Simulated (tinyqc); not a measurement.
Luttinger-Kohn k.p, four valence bands, step by step. One step of it, computed by the program tinyqc.

Problem. Hole masses. E = c [g1 k^2 -/+ 2 sqrt(g2^2 k^4 + 3 (g3^2 - g2^2)(kx^2 ky^2 + ky^2 kz^2 + kz^2 kx^2))] with c = hbar^2/2m, and m* = hbar^2 k^2 / (2 E).

Luttinger parameters chosen for this model; energies are counted downward from the top of the valence band:
```
parameter      value  unit
g1         15.550000
g2          4.530000
g3          6.310000
```

Give: Masses.

Solution.

Masses (electron masses):
```
direction  heavy  light
[100]      0.154  0.041
[110]      0.269  0.037
[111]      0.341  0.035
```
